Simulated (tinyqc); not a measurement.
# All-pass ring resonator: several studies

A ring of length L = 2 pi Rr coupled to one bus waveguide: round-trip amplitude a = 10^(-al L/20), self-coupling t = sqrt(1 - k2). At detuning d from the resonance the round-trip phase is p = 2 pi d/FSR and the transmission T = (a^2 - 2 a t cos p + t^2)/(1 - 2 a t cos p + a^2 t^2). Lossless coupler, linear absorption only.

Values chosen for this exercise; values close to those of silicon waveguides:
- lam = 1310 nm (cold resonance wavelength)
- Rr = 5 um (ring radius)
- ng = 4.24 (group index)
- al = 6.9 dB/cm (propagation loss)
- k2 = 0.0066 (power coupling)
- dT = 0.00017 1/K (thermo-optic change of the effective index)
- Rt = 2.5 K/mW (thermal resistance)
- fa = 0.73 (share of the loss that heats the ring)
- Pin = 0.33 mW (input power)

Constants: c = 299792458 m/s. Results are converted to the units shown.

Each table varies one quantity; the others keep the values above.

## Effect of the propagation loss

FSR = lam^2/(ng L), finesse F = pi sqrt(a t)/(1 - a t), FWHM = FSR/F, Q = lam/FWHM, Tmin = (a - t)^2/(1 - a t)^2, power build-up k2 a^2/(1 - a t)^2, optical bandwidth c/(lam Q).

The same in every row: t = 0.99669.

Results:
```
al (dB/cm)	a	Q	Tmin	build-up	bandwidth (GHz)
0.86	0.99969	88196	0.68598	504.61	2.5948
2.8	0.99899	73883	0.28254	353.86	3.0975
5.1	0.99816	61961	0.080892	248.67	3.6934
9.3	0.99664	47859	6.2509e-5	148.14	4.7817
17	0.99387	33769	0.089992	73.546	6.7769
30	0.98921	22557	0.28345	32.662	10.145
55	0.98030	13767	0.51067	12.056	16.624
```

Estimate the missing row, al = 1.6 dB/cm.

Computed row:
```
al (dB/cm)	a	Q	Tmin	build-up	bandwidth (GHz)
1.6	0.99942	82127	0.49342	437.43	2.7865
```

With this row back in the table: As al goes from 0.86 to 55 dB/cm, Q falls from 88200 to 13800, Tmin goes from 0.686 through a minimum of 6.25e-5 (at al = 9.3 dB/cm among the rows listed) to 0.511 and the build-up falls from 505 to 12.1. The ring is overcoupled (t < a) in 4 of the 8 rows; the dip is deepest where t and a cross.

## Effect of the ring radius

Same model as above.

The same in every row: t = 0.9967.

Effect of the ring radius:
```
Rr (um)	a	Q	Tmin	build-up	bandwidth (GHz)
1.7	0.9992	2.611e4	0.3505	382.4	8.764
2.7	0.9987	3.703e4	0.1776	304.7	6.180
4.4	0.9978	5.104e4	0.04097	217.9	4.483
7.1	0.9965	6.617e4	0.001154	140.4	3.458
11	0.9945	7.985e4	0.06132	85.01	2.866
19	0.9906	9.488e4	0.2327	40.07	2.412
30	0.9851	1.048e5	0.4068	19.51	2.183
```

As Rr goes from 1.7 to 30 um, Q rises from 26100 to 1.05e5, Tmin goes from 0.350 through a minimum of 0.00115 (at Rr = 7.1 um among the rows listed) to 0.407 and the build-up falls from 382 to 19.5. The ring is overcoupled (t < a) in 3 of the 7 rows; the dip is deepest where t and a cross. Bend loss, which grows for small rings, is left out.

## Line shape, cold and heated

FSR = lam^2/(ng L). The lost power (1 - T) Pin heats the ring by Rt fa (1 - T) Pin and shifts the resonance to longer wavelength by s = (lam dT/ng) times that rise; d = dl - s. The hot columns give T for the smallest and the largest self-consistent shift.

Line shape, cold and heated:
```
dl (pm)	T, cold	roots	smallest s (pm)	T there	largest s (pm)	T there 
-36	0.90335	1	2.6834	0.91517	2.6834	0.91517
-19	0.72360	1	5.8060	0.81645	5.8060	0.81645
-9.5	0.40105	1	9.0484	0.71395	9.0484	0.71395
0	0.019714	1	13.531	0.57223	13.531	0.57223
7.1	0.27687	1	17.536	0.44563	17.536	0.44563
14	0.58858	1	21.761	0.31205	21.761	0.31205
21	0.76154	1	26.139	0.17366	26.139	0.17366
31	0.87399	3	5.5781	0.82366	31.009	0.019714
43	0.93019	1	2.4626	0.92215	2.4626	0.92215
60	0.96286	1	1.2223	0.96136	1.2223	0.96136
```

Read the table: what changes, and by how much?

The cold line has FWHM = 23.8 pm and its dip at dl = 0; heated, the deepest listed dip lies at dl = 31 pm, and the largest possible shift is 31.0 pm, 1.3 FWHM. 1 row(s) have three roots: there the ring is bistable.

Program tinyqc, `OMP_NUM_THREADS=1 python tinyqc.py 2650001 2650002 out.jsonl`; Intel Xeon 2.30GHz, shared host, one thread, about 0.01 s.
